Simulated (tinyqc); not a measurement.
# Minority carriers and saturation current of a heavily doped emitter: effect of the contact

n-type, parabolic bands, full ionisation. eta = (EF - Ec)/kB T solves N = Nc F12(eta), F12(x) = (2/sqrt(pi)) int_0^infinity sqrt(u)/(1 + exp(u - x)) du. The gap shrinks rigidly by dEg = a3 y^(1/3) + a4 y^(1/4) + a2 y^(1/2), y = N/1e18 cm^-3, an empirical law that is here taken as the true narrowing.

ni = sqrt(Nc Nv) exp(-Eg/(2 Vt)), Eg in volts; degeneracy factor g = F12(eta) exp(-eta); nie^2 = ni^2 exp(dEg/kB T) g, p0 = nie^2/N; apparent narrowing dEg + kB T ln g. 1/tau = Cn N^2 + 1/ts, D = mup Vt, L = sqrt(D tau); J0 = (q p0 D/L)(s + tanh(W/L))/(1 + s tanh(W/L)), s = S L/D; the share recombining inside is 1 - 1/[cosh(W/L)(1 + tanh(W/L)/s)].

Parameters, values chosen for the exercise; band and dielectric values close to those of silicon: temperature T = 300 K; band gap Eg = 1.13 eV; conduction-band density of states at 300 K Nc = 2.83e19 cm^-3; valence-band density of states at 300 K Nv = 2.69e19 cm^-3; ionised donor density N = 1.6e20 cm^-3; coefficient of (N/1e18)^(1/3) a3 = 18.7 meV; coefficient of (N/1e18)^(1/4) a4 = 11.1 meV; coefficient of (N/1e18)^(1/2) a2 = 2.2 meV; minority-hole mobility mup = 170 cm^2/(V s); Auger coefficient Cn = 2.8e-31 cm^6/s; defect lifetime ts = 1.9 us; emitter width W = 1300 nm.

Constants: q = 1.602176634e-19 C, kB = 1.380649e-23 J/K, Vt = kB T/q. Results are converted to the units shown.

Result of one run:
```
S (cm/s)  J0 (fA/cm^2)  share inside (%)
80              1496.1            100.00
```

What becomes of these results when the recombination velocity at the contact S is changed from 80 to 6200 cm/s, all else the same?

Result of the changed run:
```
S (cm/s)  J0 (fA/cm^2)  share inside (%)
6200            1496.1            99.965
```

The whole series:
```
S (cm/s)  J0 (fA/cm^2)  share inside (%)
80              1496.1            100.00
340             1496.1            99.998
1500            1496.1            99.991
6200            1496.1            99.965
26000           1496.1            99.866
1.1e5           1496.1            99.599
4.8e5           1496.2            99.234
2.1e6           1496.2            99.033
8.8e6           1496.2            98.972
```

J0 stays near 1500 fA/cm^2, between the limits q p0 (D/L) tanh(W/L) = 1500 and q p0 (D/L) coth(W/L) = 1500; W/L = 5.3, so passivating the contact can gain at most a factor of 1.00.

Range of the model: Band tails, non-parabolic bands and incomplete ionisation are left out.

tinyqc, about 0.01 s, one thread, Intel Xeon 2.30GHz (shared host): `OMP_NUM_THREADS=1 python tinyqc.py 2330134 2330135 out.jsonl`
